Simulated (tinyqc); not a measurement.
Global model of a low-pressure process discharge: electron temperature, density, ion flux and ion energy. From T_e back to pressure p. Computed by tinyqc, a small Python program. Command: `OMP_NUM_THREADS=1 python tinyqc.py 3112633 3112634 out.jsonl plasma inv`. One thread of a shared host (Intel(R) Xeon(R) Processor @ 2.30GHz), about 0.01 s of CPU time with the checks.

Maxwellian electrons with temperature T_e in eV, one positive ion, no negative ions, uniform bulk density n; rate constants have the Arrhenius form.

Inputs (values chosen for the exercise, of the order of those of an inductive discharge in a simple atomic gas): ion mass M = 40 u; ionisation prefactor K0 = 3.4e-14 m^3/s; ionisation energy E_iz = 16 eV; ion-neutral cross section = 1.1e-18 m^2; gas temperature T_g = 400 K; radius R = 21 cm; height L = 11 cm.

Constants: k_B = 1.380649e-23 J/K; e = 1.602176634e-19 C; u = 1.6605390666e-27 kg.

Method:
- n_g = p/(k_B T_g); lambda_i = 1/(n_g sigma); h_L = 0.86/sqrt(3 + L/(2 lambda_i)), h_R = 0.8/sqrt(4 + R/lambda_i); A_eff = 2 pi R^2 h_L + 2 pi R L h_R; d_eff = pi R^2 L/A_eff.
- Particle balance: K0 exp(-E_iz/T_e) n_g d_eff = u_B, u_B = sqrt(e T_e/M).
- Root found by bracketing.

Problem. A run gave the result below. Find the pressure p, known to lie between 1.4 and 2.9 Pa.

T_e = 2.376689 eV

Solution.

Each step takes the trial c = (a f_b - b f_a)/(f_b - f_a), f being the result less the target and a, b, c the logarithms of the listed values; c replaces end b, the old b replaces a if the sign of f changed, and otherwise f_a is halved.

Scan of the range:
```
pressure p (Pa)  T_e (eV)
1.40              2.40475
1.58              2.33898
1.78              2.27745
2.01              2.21784
2.27              2.16110
2.57              2.10604
2.90              2.05500
```

False position (Illinois rule, in the logarithm of the input) inside the bracket:
```
step    end a    end b    trial  T_e (eV)
1     1.40000  1.58000  1.47415   2.37626
2     1.40000  1.47415  1.47191   2.37709
3     1.47415  1.47191  1.47300   2.37669
4     1.47191  1.47300  1.47300   2.37669
```

T_e falls at every point of a 13-point scan of the range (every second point is shown), so one value fits; it is bracketed by 1.40 and 1.58. Answer: pressure p = 1.473 Pa.
